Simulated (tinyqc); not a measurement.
Inside a calculation. Model: tunnelling through a gate dielectric, WKB transmission and Tsu-Esaki current.

tinyqc, about 0.03 s, one thread, Intel Xeon 2.30GHz (shared host): `OMP_NUM_THREADS=1 python tinyqc.py 2540074 2540075 out.jsonl` Printed values are rounded.

Electrons leave the emitter at x = 0. Energies E (motion across the layers) are in eV from the emitter Fermi level; the collector Fermi level lies at -V and offers states at every E. No charge in the dielectric and no image force: F1 = V/t1, U = phi1 - F1 x. With C = hbar^2/(2 m0), kappa = sqrt(m (U - E)/C) where U > E and 0 elsewhere; T(E) = exp(-S), S = 2 times the integral of kappa over x.

Inputs (values chosen for the exercise); dielectric values close to those of silicon dioxide:

| symbol | value | unit | meaning |
|---|---|---|---|
| T | 300 | K | temperature |
| Ef | 1.6 | eV | Fermi energy of the emitter above its band bottom |
| me | 0.92 | m0 | emitter mass in the supply function |
| phi1 | 2.98 | eV | barrier of layer 1 above the emitter Fermi level at zero bias |
| m1 | 0.52 | m0 | tunnelling mass of layer 1 |
| t1 | 5.4 | nm | thickness of layer 1 |
| V | 3.5 | V | voltage across the dielectric |
| E | 0 | eV | energy of the electron followed |
| nc | 7 |  | cells in each layer |
| Ea | -0.36 | eV | lower end of the energy grid |
| Eb | 0.47 | eV | upper end of the energy grid |
| nE | 11 |  | points of the energy grid |

Constants: q = 1.602176634e-19 C, kB = 1.380649e-23 J/K, hbar = 1.054571817e-34 J s, m0 = 9.1093837015e-31 kg, Vt = kB T/q, hbar^2/(2 m0) = 0.0380998212 eV nm^2. Results are converted to the units shown.

## Fields and band edges

F1 = V/t1, U = phi1 - F1 x.

F1 = 6.48148 MV/cm
U at x = t1 = -0.52 eV

## WKB exponent by the midpoint rule

Cut each layer into nc equal cells, take U and kappa at the cell centres, and sum S = 2 sum kappa h.

| cell | x (nm) | U (eV) | kappa (1/nm) |
|---|---|---|---|
| 0 | 0.38571 | 2.73000 | 6.10410 |
| 1 | 1.15714 | 2.23000 | 5.51687 |
| 2 | 1.92857 | 1.73000 | 4.85918 |
| 3 | 2.70000 | 1.23000 | 4.09725 |
| 4 | 3.47143 | 0.73000 | 3.15647 |
| 5 | 4.24286 | 0.23000 | 1.77176 |
| 6 | 5.01429 | -0.27000 | 0.00000 |

S = 39.3515
T(E) = 8.12535e-18

## WKB exponent in closed form

Each layer adds (2/F) sqrt(m/C) [G(u at its left edge) - G(u at its right edge)] to S, with u = U - E (0 where negative) and G(u) = (2/3) u^1.5. The slope follows from 1/d = -dS/dE.

S = 39.0957
T(E) = 1.04942e-17
energy d over which T(E) grows by a factor e = 0.050815 eV

The midpoint rule gives S = 39.352, so its T(E) is 23 % below this value. The band edge of layer 1 drops below E inside the layer: the barrier there is triangular (the Fowler-Nordheim case).

## Current density on a coarse energy grid

J = J0 times the integral of T(E) N(E) dE, N = ln[(1 + exp(-E/Vt))/(1 + exp((-E - V)/Vt))], J0 = q^2 me m0 kB T/(2 pi^2 hbar^3) (times 1e-4 for A/cm^2 per eV), by Simpson's rule on nE equally spaced points from Ea to Eb.

| point | E (eV) | T(E) | N | T(E) N |
|---|---|---|---|---|
| 0 | -0.360000 | 7.12984e-21 | 13.9254 | 9.92860e-20 |
| 1 | -0.277000 | 3.97539e-20 | 10.7149 | 4.25958e-19 |
| 2 | -0.194000 | 2.16886e-19 | 7.50481 | 1.62769e-18 |
| 3 | -0.111000 | 1.15747e-18 | 4.30723 | 4.98549e-18 |
| 4 | -0.028000 | 6.04071e-18 | 1.37467 | 8.30400e-18 |
| 5 | 0.055000 | 3.08200e-17 | 0.112556 | 3.46899e-18 |
| 6 | 0.138000 | 1.53676e-16 | 0.00479359 | 7.36660e-19 |
| 7 | 0.221000 | 7.48624e-16 | 1.93786e-4 | 1.45073e-19 |
| 8 | 0.304000 | 3.56167e-15 | 7.81669e-6 | 2.78405e-20 |
| 9 | 0.387000 | 1.65432e-14 | 3.15272e-7 | 5.21561e-21 |
| 10 | 0.470000 | 7.49882e-14 | 1.27159e-8 | 9.53543e-22 |

J0 = 3.84896e8 A/(cm^2 eV)
J = 6.13536e-10 A/cm^2

The integrand peaks at E = -0.0280 eV among these points. A converged quadrature from -Ef to above the barrier gives 6.333e-10 A/cm^2; this grid is 3.1 % below that.
